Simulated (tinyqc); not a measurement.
Changing the trap depth phi_t: leakage through a gate insulator: direct, Fowler-Nordheim, trap-assisted and Poole-Frenkel currents. Computed by tinyqc, a small Python program. Command: `OMP_NUM_THREADS=1 python tinyqc.py 3009938 3009939 out.jsonl oxideleak sweep`. One thread of a shared host (Intel(R) Xeon(R) Processor @ 2.30GHz), about 0.01 s of CPU time with the checks.

Electrons enter from the cathode Fermi level at x = 0; the conduction band of the insulator lies phi_b - e F x above it, F = V/t. WKB exponents use a parabolic band with mass m.

Inputs (values chosen for the exercise, with an insulator like SiO2):

| quantity | value | unit |
|---|---|---|
| thickness t | 4.6 | nm |
| barrier phi_b | 3.2 | eV |
| tunnelling mass m | 0.41 | m_0 |
| static constant eps_ox | 3.81 | - |
| optical constant eps_opt | 2.18 | - |
| voltage across the insulator V | 3 | V |
| trap density N_t | 4.3e+17 | cm^-3 |
| attempt rate nu_0 | 7e+13 | 1/s |
| activation of capture E_a | 0.12 | eV |
| temperature T | 400 | K |

Constants: hbar^2/(2 m_0) = 3.80998212 eV angstrom^2; e = 1.602176634e-19 C; hbar = 1.054571817e-34 J s; k_B = 8.617333262e-05 eV/K; eps_0 = 8.8541878128e-12 F/m.

Method:
- For a level a distance phi(x) below the band, the WKB exponent is 2 int kappa dx with kappa = sqrt(m phi/(hbar^2/2m_0)); for a linear barrier from phi_1 down to phi_2 = max(phi_1 - e F d, 0) it is G = (4/3) sqrt(m/(hbar^2/2m_0)) (phi_1^(3/2) - phi_2^(3/2))/(e F).
- J_tun = e^3 F^2/(16 pi^2 hbar m phi_b) x exp(-G) / [1 - sqrt(phi_2/phi_b)]^2 with the free-electron mass in the cathode (m in m_0), phi_2 = max(phi_b - e V, 0): direct tunnelling for e V < phi_b, Fowler-Nordheim above. Image forces, back-flow and the limit on supply are left out, so J_tun is overstated below about 0.5 V.
- Equivalent oxide thickness = 3.9 t/eps_ox.
- A trap at depth x lies phi_t below the band. Capture: tunnel at the cathode Fermi level from 0 to x (G_in from phi_1 = phi_b), rate nu_0 exp(-G_in - E_c/k_B T) with E_c = E_a + max(phi_b - phi_t - e F x, 0), the last term being the height of the trap above the cathode Fermi level. Emission: tunnel from the trap level to the anode (G_out from phi_1 = phi_t over t - x), rate nu_0 exp(-G_out - E_a/k_B T). Re-emission to the cathode follows from detailed balance, rate_back = rate_in exp(dE/k_B T) with dE = phi_b - phi_t - e F x. Each trap passes R = rate_in rate_out/(rate_in + rate_back + rate_out) electrons per second; filling from the anode is left out.
- J_TAT = e N_t int_0^t R dx by the midpoint rule on 400 intervals; the most effective depth is the midpoint with the largest R, rounded to 0.01 nm.
- Poole-Frenkel emission over the lowered barrier of a charged trap: lowering sqrt(e F/(pi eps_opt eps_0)); J_PF = e N_t^(2/3) nu_0 exp(-(phi_t - lowering)/k_B T), one sheet of traps emitting with supply unlimited (an upper bound).
- J = J_tun + J_TAT (the Poole-Frenkel bound is not added); the ratio J/J_tun is the excess that stress-made traps add.

One run for each value:

| trap depth phi_t (eV) | trap-assisted current J_TAT (A/cm^2) | most effective depth (nm) | Poole-Frenkel bound J_PF (A/cm^2) | J/J_tun |
|---|---|---|---|---|
| 1.6 | 5.425e-08 | 2.46 | 1.532e+03 | 17 |
| 1.9 | 2.710e-06 | 2.00 | 2.544e-01 | 790 |
| 2.2 | 7.579e-06 | 1.83 | 4.224e-05 | 2207 |
| 2.5 | 1.844e-06 | 2.03 | 7.013e-09 | 538 |
| 2.8 | 5.628e-07 | 2.16 | 1.164e-12 | 165 |
| 3.0 | 2.968e-07 | 2.24 | 3.517e-15 | 87 |

Describe and explain the trends.

Over the rows, trap-assisted current J_TAT (A/cm^2) goes from 5.43e-8 through a maximum among these rows, 7.58e-6 at 2.20, to 2.97e-7; most effective depth (nm) goes from 2.46 through a minimum among these rows, 1.83 at 2.20, to 2.24; Poole-Frenkel bound J_PF (A/cm^2) falls from 1530 to 3.52e-15 (exponent d ln y / d ln x -51 between the first rows and -84 between the last). Shallow traps lie below the cathode Fermi level only far from the cathode, if at all, and fill poorly, deep ones empty slowly, so an intermediate depth passes most current. Left out: 0.800, 1.10, 1.40 (the Poole-Frenkel lowering exceeds 85 % of the trap depth).

Caution (all rows): the film is too thin for the Poole-Frenkel picture (the lowering is a large part of the whole drop, or the traps are further apart than the film is thick), so J_PF is only nominal.

Extremes, crossings and ranges named in words are read from the listed rows.
